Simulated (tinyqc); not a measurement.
# Implanted layer, carriers, mobility and sheet resistance: effect of the straggle after annealing

A p-type layer from the surface x = 0 to the junction xj, N(x) = N0 exp(-(x - Rp)^2/(2 sg^2)). Local neutrality (no depletion at surface or junction, no spilling of carriers), intrinsic carriers neglected, full ionisation of active dopants.

xj = Rp + sg sqrt(2 ln(N0/Nb)). Active dopant A = min(N, Ns); p = A - Nb; mobility mu = m1 + (m2 (T/300 K)^(-bt) - m1)/(1 + ((A + Nb)/Nr)^am). Dose = integral of N, carrier sheet density = integral of p, 1/Rs = q integral of p mu, mean mobility 1/(q Rs sheet density), Hall mobility (unit Hall factor) = integral of p mu^2 over integral of p mu, Hall sheet density = (integral of p mu)^2/integral of p mu^2; all from 0 to xj. Integrals on 4000 steps.

Inputs (values chosen for the exercise); values close to those of boron in silicon over an n-type background:
- T = 300 K (temperature)
- Nb = 1.3e15 cm^-3 (background doping of the opposite type)
- N0 = 6.5e18 cm^-3 (peak chemical concentration)
- m1 = 43.3 cm^2/(V s) (mobility limit at high doping)
- m2 = 457 cm^2/(V s) (mobility limit at low doping, at 300 K)
- Nr = 2.19e17 cm^-3 (reference doping of the mobility law)
- am = 0.737 (exponent of the mobility law)
- bt = 2.5 (temperature exponent of m2)
- Ns = 2.03e20 cm^-3 (solubility limit of active dopant)
- Rp = 33 nm (projected range)

Constants: q = 1.602176634e-19 C. Results are converted to the units shown.

Results:
```
sg (nm),xj (nm),dose (cm^-2),carriers (cm^-2),Rs (ohm/square),mean mobility (cm^2/(V s)),Rs xj (ohm nm),Hall/true sheet density
8.5,68.08,1.385e13,1.384e13,4933,91.43,3.358e5,0.8901
13,86.65,2.106e13,2.105e13,3283,90.32,2.845e5,0.9108
28,148.6,4.018e13,4.016e13,1803,86.20,2.679e5,0.9215
42,206.3,5.365e13,5.362e13,1351,86.15,2.788e5,0.9128
62,288.9,7.099e13,7.095e13,1012,86.89,2.925e5,0.9057
92,412.7,9.594e13,9.589e13,740.8,87.87,3.057e5,0.9006
```

Estimate the missing row, sg = 19 nm.

Computed row:
```
sg (nm),xj (nm),dose (cm^-2),carriers (cm^-2),Rs (ohm/square),mean mobility (cm^2/(V s)),Rs xj (ohm nm),Hall/true sheet density
19,111.4,2.968e13,2.967e13,2397,87.76,2.671e5,0.9261
```

With this row back in the table: As sg goes from 8.5 to 92, xj rises from 68.1 to 413 nm, Rs falls from 4930 to 741 ohm/square, the mean mobility goes from 91.4 through a minimum of 86.1 (at sg = 42 among the rows listed) to 87.9 cm^2/(V s) and the share of the dose that conducts stays near 99.9 %. The peak N0 is held, so the dose changes too. Rs goes as sg^(-0.80) over the table.

Computed by the program tinyqc: `OMP_NUM_THREADS=1 python tinyqc.py 2110080 2110081 out.jsonl`, one thread of a shared Intel Xeon 2.30GHz, about 0.01 s for the whole run.
